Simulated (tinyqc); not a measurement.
Phase space against the mass ratio: three-phonon processes in a diatomic chain: dispersion, energy and momentum conservation, and decay channels of optical phonons. Computed by tinyqc, a small Python program. Command: `OMP_NUM_THREADS=1 python tinyqc.py 3120628 3120629 out.jsonl threeph walk`. One thread of a shared host (Intel(R) Xeon(R) Processor @ 2.30GHz), about 0.04 s of CPU time with the checks.

Cell length a, two atoms, one spring constant. x = q a/pi runs from -1 to 1; A and O are the acoustic and optical branches. Matrix elements are not computed: only conservation laws and occupation factors are followed.

Inputs (values chosen for the exercise, for a model chain): light mass m = 14 u; spring constant k = 4.6 eV/angstrom^2; temperature T = 500 K.

Constants: nu for 1 eV/(angstrom^2 u) = 15.6333042 THz; h x 1 THz = 4.135667696 meV; k_B = 8.617333262e-05 eV/K.

Method:
- omega^2 = k (1/m + 1/M) -/+ k sqrt((1/m + 1/M)^2 - 4 sin^2(pi x/2)/(m M)); nu = 15.6333042 THz x sqrt(omega^2) for eV/(angstrom^2 u).
- Processes for O(x): decay O -> A + A and O -> O + A with x = x' + x'' (mod 2), and absorption O + A -> O with x + x' = x'' (mod 2). Roots of the energy mismatch in x' are bracketed on 4001 points from -1 to 1 and refined. A process is umklapp (U) if the sum of wave numbers leaves (-1, 1]. Weight = occupation factor/|d mismatch/dx'|, the factor being 1 + n' + n'' for decay and n' - n'' for absorption. Pairs that differ only by exchanging two acoustic products count once, and the trivial root x' = 0 is left out.
- Total weight summed over channels and averaged over x = 0.05, 0.15, ..., 0.95, with m and k fixed; share of those x with an open channel.

Optical phonons:
```
M/m  weight, A + A (1/THz)  weight, with O (1/THz)  share open
1.1                0.27980                       0         1.0
1.5                0.61016                       0         1.0
2.0                0.35476                       0         0.8
2.5                0.20177                       0         0.5
2.9                0.15588                       0         0.2
3.3                0.00000                       0         0.0
3.7                0.00000                       0         0.0
4.2                0.00000                       0         0.0
6.0                0.00000                       0         0.0
```

The A + A channel closes between M/m = 2.9 and 3.3 on this grid: energy conservation alone would allow it up to M/m = 4, where the optical bottom passes twice the acoustic top, but momentum must be conserved too. No channel with a second optical phonon opens at any ratio. A large gap that shuts such channels is one reason why crystals with very unequal masses can conduct heat well.
